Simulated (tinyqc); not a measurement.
Brouwer diagram: defect equilibria of an oxide against oxygen pressure (mass action). Computed by tinyqc, a small Python program. Command: `OMP_NUM_THREADS=1 python tinyqc.py 3010118 3010119 out.jsonl brouwer walk`. One thread of a shared host (Intel(R) Xeon(R) Processor @ 2.30GHz), about 0.01 s of CPU time with the checks.

Defects: oxygen vacancies V (charge +2), electrons n, holes p, the ionic partner X = V_M'''' (charge -4), and the dopant. Activities are taken equal to concentrations.

Inputs (values chosen for the exercise, for a model oxide):

| quantity | value | unit |
|---|---|---|
| reduction enthalpy H_r | 4.1 | eV |
| prefactor K_r0 | 1.6e+68 | cm^-9 atm^(1/2) |
| gap E_g | 2.91 | eV |
| prefactor N_c N_v | 1.5e+40 | cm^-6 |
| disorder enthalpy H_s | 4.68 | eV |
| prefactor K_s0 | 2.6e+67 | cm^-9 |
| dopant density N_d | 1.6e+20 | cm^-3 |
| temperature T | 1100 | K |

Ionic disorder: Schottky, oxide MO2. Dopant (singly charged, fully ionised): acceptor.

Constants: k_B = 8.617333262e-05 eV/K.

Method:
- K_r = K_r0 exp(-H_r/k_B T) = [V] n^2 P^(1/2); K_i = N_c N_v exp(-E_g/k_B T) = n p; K_s = K_s0 exp(-H_s/k_B T) = [X] [V]^2.
- Neutrality: 2 [V] + p = n + 4 [X] + N_d. With n as the unknown, [V] = K_r/(n^2 P^(1/2)), p = K_i/n, [X] = K_s/[V]^2; the log ratio is ln(positive/negative).
- The root is found by 60 bisections in ln n between n = 1e-10 and 1e25 cm^-3.
- The slope is d log n / d log P from this row and the one above; the last column names the largest term on each side. Pressures that give more than 3e21 cm^-3 are left out.

K_r = 2.62719e+49 cm^-9 atm^(1/2)

K_i = 6.97569e+26 cm^-6

K_s = 9.39741e+45 cm^-9

Log10 of the densities in cm^-3:

| log10 P (atm) | n | [V] | p | [X] | slope of n | balance |
|---|---|---|---|---|---|---|
| -28 | 21.227 | 20.965 | 5.617 | 4.0422 | - | 2 [V] = n |
| -24 | 20.516 | 20.387 | 6.328 | 5.1980 | -0.17776 | 2 [V] = n |
| -20 | 19.699 | 20.021 | 7.144 | 5.9306 | -0.20422 | 2 [V] = N_d |
| -16 | 18.751 | 19.918 | 8.093 | 6.1368 | -0.23711 | 2 [V] = N_d |
| -12 | 17.757 | 19.905 | 9.086 | 6.1637 | -0.24832 | 2 [V] = N_d |
| -8 | 16.758 | 19.903 | 10.085 | 6.1665 | -0.24983 | 2 [V] = N_d |
| -4 | 15.758 | 19.903 | 11.085 | 6.1668 | -0.24998 | 2 [V] = N_d |
| 0 | 14.758 | 19.903 | 12.085 | 6.1668 | -0.25000 | 2 [V] = N_d |

What follows from these numbers?

Regimes: 2 [V] = n from log P = -28 to -24, where that balance predicts a slope of -1/6 and the table comes as close as -0.178; 2 [V] = N_d from log P = -20 to 0, where that balance predicts a slope of -1/4 and the table comes as close as -0.250. Rows with n or p near or above sqrt(N_c N_v) are degenerate, and n p = K_i is then only nominal.

Extremes, crossings and ranges named in words are read from the listed rows.
